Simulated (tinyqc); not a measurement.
Spin coating of a resist or spin-on film: centrifugal thinning, evaporation and the final thickness (Emslie and Meyerhofer models). From dry film back to evaporation rate at 1000 rpm e0. Computed by tinyqc, a small Python program. Command: `OMP_NUM_THREADS=1 python tinyqc.py 3111104 3111105 out.jsonl spincoat inv`. One thread of a shared host (Intel(R) Xeon(R) Processor @ 2.30GHz), about 0.4 s of CPU time with the checks.

A Newtonian film stays uniform over the wafer; solvent and solids have the same density and the concentration is uniform through the thickness.

Inputs (values chosen for the exercise, of the order of those of a polymer resist in an ester solvent): solids volume fraction c0 = 0.15; kinematic viscosity of the solvent nu_s = 1.3 mm^2/s; viscosity constant k = 770 mm^2/s; viscosity exponent gamma = 2.4; spin speed f = 2500 rpm; starting thickness h0 = 200 micrometre; shrinkage in the bake = 13 %.

Method:
- omega = 2 pi f/60; nu(c) = nu_s + k c^gamma; evaporation rate e = e0 sqrt(f/1000 rpm).
- Full model for solids s and liquid l per area, h = s + l, c = s/h: ds/dt = -c Q, dl/dt = -(1 - c) Q - e, Q = 2 omega^2 h^3/(3 nu(c)); integrated adaptively (relative tolerance 1e-9) until l = 0.
- Dry film = s at l = 0, before the bake; film after the bake = s x (1 - shrinkage).

Question. A run gave the result below. Find the evaporation rate at 1000 rpm e0, known to lie between 0.098 and 0.13 micrometre/s.

dry film = 601.1585 nm

Answer.

Each step takes the trial c = (a f_b - b f_a)/(f_b - f_a), f being the result less the target and a, b, c the logarithms of the listed values; c replaces end b, the old b replaces a if the sign of f changed, and otherwise f_a is halved.

Scan of the range:
```
evaporation rate at 1000 rpm e0 (micrometre/s)  dry film (nm)
0.098                                                 570.274
0.103                                                 579.812
0.108                                                 589.047
0.113                                                 598.000
0.118                                                 606.693
0.124                                                 616.806
0.130                                                 626.598
```

False position (Illinois rule, in the logarithm of the input) inside the bracket:
```
step     end a     end b     trial  dry film (nm)
1     0.113000  0.118000  0.114792        601.144
2     0.118000  0.114792  0.114800        601.158
3     0.118000  0.114800  0.114800        601.159
4     0.114800  0.114800  0.114800        601.158
```

dry film rises at every point of a 13-point scan of the range (every second point is shown), so one value fits; it is bracketed by 0.113 and 0.118. The scan shows a pure power law with exponent 0.3333, so scaling from any one row also gives the answer directly. Answer: evaporation rate at 1000 rpm e0 = 0.1148 micrometre/s.
